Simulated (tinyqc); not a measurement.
p-n diode with diffusion and depletion-layer recombination: two steps of the calculation.

Abrupt junction in the depletion approximation, low injection, full ionisation, neutral widths fixed, ohmic contact on the p side. Vj is the junction voltage; where a series resistance Rs is given, V = Vj + J Rs is the terminal voltage.

Inputs (values chosen for the exercise); band and dielectric values those of a made-up semiconductor:
- T = 300 K (temperature)
- Eg = 1.2 eV (band gap)
- Nc = 6.97e17 cm^-3 (conduction-band density of states at T)
- Nv = 1.35e19 cm^-3 (valence-band density of states at T)
- Na = 9.9e16 cm^-3 (acceptor density)
- Nd = 3.4e16 cm^-3 (donor density)
- mun = 3000 cm^2/(V s) (electron mobility in the p side)
- mup = 100 cm^2/(V s) (hole mobility in the n side)
- tn = 2e-7 s (electron lifetime)
- tp = 1e-7 s (hole lifetime)
- wp = 1 um (neutral width of the p side)
- wn = 3.3 um (neutral width of the n side)
- Sp = 60000 cm/s (recombination velocity at the n contact)
- Rs = 0.00063 ohm cm^2 (series resistance)
- V = 0.87 V (terminal voltage)

Constants: q = 1.602176634e-19 C, kB = 1.380649e-23 J/K, Vt = kB T/q. Results are converted to the units shown.

Problem 1. Diffusion lengths and saturation currents. ni = sqrt(Nc Nv) exp(-Eg/(2 Vt)), Eg in volts; D = mu Vt; Ln = sqrt(Dn tn), Lp = sqrt(Dp tp); J0n = q ni^2 Dn coth(wp/Ln)/(Ln Na); J0p = (q ni^2 Dp/(Lp Nd)) (s + tanh(wn/Lp))/(1 + s tanh(wn/Lp)), s = Sp Lp/Dp.

Find: ni; Ln; Lp; J0n; J0p.

Solution 1.

ni = 2.5540e8 cm^-3
Ln = 39.384 um
Lp = 5.0845 um
J0n = 8.1891e-14 A/cm^2
J0p = 2.4987e-15 A/cm^2

wp/Ln = 0.025 and wn/Lp = 0.65; electrons carry 97.0 % of the diffusion current.

Problem 2. New Vj. Diffusion current alone: J = J0 (exp(Vj/Vt) - 1), g = Vj + J Rs - V, g' = 1 + Rs J0 exp(Vj/Vt)/Vt, Vj(new) = Vj - g/g'.

Vj after iteration 1 = 0.86999998 V
J0 = J0n + J0p = 8.4389966e-14 A/cm^2

Wanted: J; g; g'; Vj after iteration 2.

Solution 2.

J = 34.805 A/cm^2
g = 0.021927 V
g' = 1.8482
Vj after iteration 2 = 0.85814 V

Numbers from tinyqc (`OMP_NUM_THREADS=1 python tinyqc.py 2260004 2260005 out.jsonl`; about 0.01 s on one thread of a shared Intel Xeon 2.30GHz).
